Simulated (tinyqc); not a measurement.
Hubbard ring of 5 sites, step by step. Computed by tinyqc, a small Python program that keeps every step. Settings: hopping = 1.14, U = 9.8, mixing = 0.2, iteration cap = 61. Command: `OMP_NUM_THREADS=1 python tinyqc.py 31691 31692 out.jsonl` (the two numbers bound the seeds that draw the settings). One thread of a shared host (Intel(R) Xeon(R) Processor @ 2.60GHz), about 0.2 s of CPU time with the checks. Later iterations appear only in the table of the cycle.

## Mean-field iteration 1

one-body matrix (hopping and site energies) (eV):
```
          1         2         3         4         5
1   0.00000  -1.14000   0.00000   0.00000  -1.14000
2  -1.14000   0.00000  -1.14000   0.00000   0.00000
3   0.00000  -1.14000   0.00000  -1.14000   0.00000
4   0.00000   0.00000  -1.14000   0.00000  -1.14000
5  -1.14000   0.00000   0.00000  -1.14000   0.00000
```

U = 9.80000 eV

electrons, up and down: 1  1

mixing = 0.20000

n(up) at the start (a guess, not normalised): 1 0.65000, 2 0.00000, 3 0.65000, 4 0.00000, 5 0.65000

n(down) at the start (a guess): 1 0.00000, 2 0.65000, 3 0.00000, 4 0.65000, 5 0.00000

H(up) = T + U n(down), H(down) = T + U n(up); fill the lowest levels; n(new) = n + mixing (n(out) - n); E = tr T (rho up + rho down) + U sum n_up n_down of the output.

levels, up (eV): -1.36306  -0.31470  0.90231  6.60769  6.90776

levels, down (eV): -0.59618  -0.16924  5.39149  6.80469  7.67924

energy = -2.38014 eV

n(up) after iteration 1: 1 0.61159, 2 0.00351, 3 0.52981, 4 0.00351, 5 0.61159

n(down) after iteration 1: 1 0.00351, 2 0.61159, 3 0.00981, 4 0.61159, 5 0.00351

## Mean-field iteration 2

As before.

levels, up (eV): -1.34083  -0.23990  0.91830  6.24963  6.56481

levels, down (eV): -0.64703  -0.14421  4.93918  5.78793  7.31213

energy = -2.49684 eV

n(up) after iteration 2: 1 0.58050, 2 0.00669, 3 0.43362, 4 0.00669, 5 0.58050

n(down) after iteration 2: 1 0.00664, 2 0.57862, 3 0.02147, 4 0.57862, 5 0.00664

## Mean-field iteration 3

As before.

levels, up (eV): -1.32043  -0.14938  0.93090  5.94469  6.27582

levels, down (eV): -0.70624  -0.12144  4.42478  5.14541  7.01588

energy = -2.61065 eV

n(up) after iteration 3: 1 0.55549, 2 0.00958, 3 0.35627, 4 0.00958, 5 0.55549

n(down) after iteration 3: 1 0.00940, 2 0.54964, 3 0.03554, 4 0.54964, 5 0.00940

## Convergence

Each step fills the lowest levels of T + U n(other spin) and sets n(new) = n + mixing (n(out) - n); stop when output and input agree to 1e-8.

Course of the cycle:
```
iteration      E (eV)  largest |n(out) - n(in)|  mean |n_up - n_down|
1          -2.3801423                  6.01e-01               0.35233
2          -2.4968384                  4.81e-01               0.34956
3          -2.6106540                  3.87e-01               0.34803
4          -2.7184792                  3.13e-01               0.34768
5          -2.8175452                  2.55e-01               0.34829
6          -2.9056457                  2.09e-01               0.34948
7          -2.9813471                  1.72e-01               0.35090
8          -3.0441881                  1.42e-01               0.35225
9          -3.0947139                  1.40e-01               0.35335
10         -3.1342625                  1.42e-01               0.35412
11         -3.1645978                  1.40e-01               0.35455
...               ...                       ...                   ...
51         -3.2579882                  1.25e-03               0.34285
52         -3.2579890                  1.10e-03               0.34282
53         -3.2579896                  9.69e-04               0.34280
54         -3.2579900                  8.53e-04               0.34278
55         -3.2579904                  7.52e-04               0.34276
56         -3.2579907                  6.63e-04               0.34275
57         -3.2579909                  5.84e-04               0.34273
58         -3.2579911                  5.15e-04               0.34272
59         -3.2579912                  4.54e-04               0.34271
60         -3.2579913                  4.01e-04               0.34270
61         -3.2579914                  3.53e-04               0.34269
```

Not converged within 61 iterations: the residual falls steadily but slowly, by a factor of about 0.88 a step. The lowest mean-field energy found from random starts is -3.25799 eV. Reruns (cap 100 unless said): mixing 0.5: converged in 53 (E = -3.25799); mixing 0.9: converged in 25 (E = -3.25799); the original settings with a cap of 400: converged in 146 (E = -3.25799).

## Exact diagonalisation (25 states)

Lowest levels of the sector, and the double occupancy of the lowest state.

lowest levels (eV): -3.92253  -2.98456  -2.98456  -1.58856  -1.58856  -1.40912

double occupancy per site = 0.00370

## The lowest level by Lanczos steps

From a random start vector (not printed): a_j = <q_j|H|q_j>, b_j = norm of the remainder after orthogonalising; the Ritz value is the lowest eigenvalue of the tridiagonal matrix of a and b so far.

Lanczos:
```
j   a_j (eV)  b_j (eV)  lowest Ritz value (eV)
1   -1.12160   3.35013              -1.1216015
2    3.78070   5.32246              -2.8215385
3    5.28371   2.30490              -3.7084017
4    0.92279   2.08814              -3.8548627
5    2.41035   5.05037              -3.8823365
6    6.27522   2.84919              -3.9061262
7    0.42114   2.17178              -3.9181883
8    4.35092   4.13671              -3.9211211
9    5.67796   3.05504              -3.9221903
10   1.82262   0.89386              -3.9225111
```
